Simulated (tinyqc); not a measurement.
# p-type polysilicon, carrier trapping at grain boundaries, step by step

Computed by the program tinyqc: `OMP_NUM_THREADS=1 python tinyqc.py 2830033 2830034 out.jsonl`, one thread of a shared Intel Xeon 2.30GHz, about 0.01 s for the whole run. Printed values are rounded.

One-dimensional grains of size Lg, uniform ionised doping N, monovalent traps Qt at each boundary at a depth Et below (for electrons) or above (for holes) the band edge there, abrupt depletion of width W on each side of a boundary, Boltzmann statistics. xi is the distance from the band edge at the grain centre to the Fermi level. Trapped charge Qt/(1 + exp((xi + VB - Et)/Vt)) = 2 N W, barrier VB = q N W^2/(2 eps0 eps_r).

Values chosen for this exercise; values of the order met in polycrystalline silicon:
- T = 300 K (temperature)
- eps_r = 11.7 (relative permittivity)
- NB = 2.65e19 cm^-3 (valence-band density of states at T)
- Lg = 280 nm (grain size)
- Qt = 6.9e11 cm^-2 (trap density of a grain boundary)
- Et = 0.39 eV (depth of the trap level from the majority band edge at the boundary)
- ms = 0.57 m0 (mass for thermionic emission)
- fe = 0.5 (correction factor of the emission rate)
- mug = 68 cm^2/(V s) (mobility inside the grains)
- N = 5.4e16 cm^-3 (doping)

Constants: q = 1.602176634e-19 C, kB = 1.380649e-23 J/K, m0 = 9.1093837015e-31 kg, Vt = kB T/q, eps0 = 8.8541878128e-14 F/cm where lengths are in cm. Results are converted to the units shown.

## Starting value

W = 51 nm.

W at the start = 51 nm

## Iteration 1: new W

Partly depleted grain, xi = Vt ln(NB/N): f = 1/(1 + exp((xi + VB - Et)/Vt)), g = Qt f - 2 N W, g' = -2 Qt f (1 - f) VB/(W Vt) - 2 N, W(new) = W - g/g'.

VB = 0.108613 V
f = 0.990885
g = 1.32910e11 cm^-2
g' = -1.18268e10 cm^-2/nm
W after iteration 1 = 62.2381 nm

## Iteration 2: new W

As before.

VB = 0.161753 V
f = 0.932961
g = -2.84282e10 cm^-2
g' = -1.94771e10 cm^-2/nm
W after iteration 2 = 60.7785 nm

## Course of the iteration

Stop when the step is below 1e-10 nm, or after 40 iterations.

Course of the iteration:
```
iteration  W before the step (nm)  step (nm)
1                              51       11.2
2                         62.2381      -1.46
3                         60.7785    -0.0929
4                         60.6855   -3.15e-4
5                         60.6852   -3.57e-9
6                         60.6852          0
```

Converged in 6 iterations.

## Depletion width, Fermi level and barrier

If the trap equation with xi = Vt ln(NB/N) has a root W < Lg/2, the grain is partly depleted; otherwise W = Lg/2 and the trap equation gives xi = Et - VB + Vt ln(Qt/(N Lg) - 1). N* = Qt/Lg.

N* = 2.46429e16 cm^-3
W = 60.6852 nm
xi = 0.160177 V
VB = 0.153782 V
share of traps filled = 0.949856

N is 2.19 N*, and the grain is partly depleted; VB = 5.95 Vt.

## Resistivity and effective mobility

n0 = NB exp(-xi/Vt); mean density n0 (1 - 2 W/Lg) by charge balance in a partly depleted grain, and n0 (sqrt(pi)/2) erf(u)/u with u = sqrt(VB/Vt) in a fully depleted one; v = sqrt(kB T/(2 pi ms m0)); barrier resistivity Vt exp(VB/Vt)/(q fe n0 v Lg); grain resistivity (1 - 2 W/Lg)/(q n0 mug); effective mobility 1/(q mean density total resistivity).

n0 = 5.4e16 cm^-3
mean density = 3.05928e16 cm^-3
v = 3.56312e6 cm/s
barrier resistivity = 22.9538 ohm cm
grain resistivity = 0.962971 ohm cm
resistivity = 23.9168 ohm cm
effective mobility = 8.53034 cm^2/(V s)

The resistivity is 14.1 times that of a single crystal with the same N and mobility mug, and the mean density is 56.7 % of N.
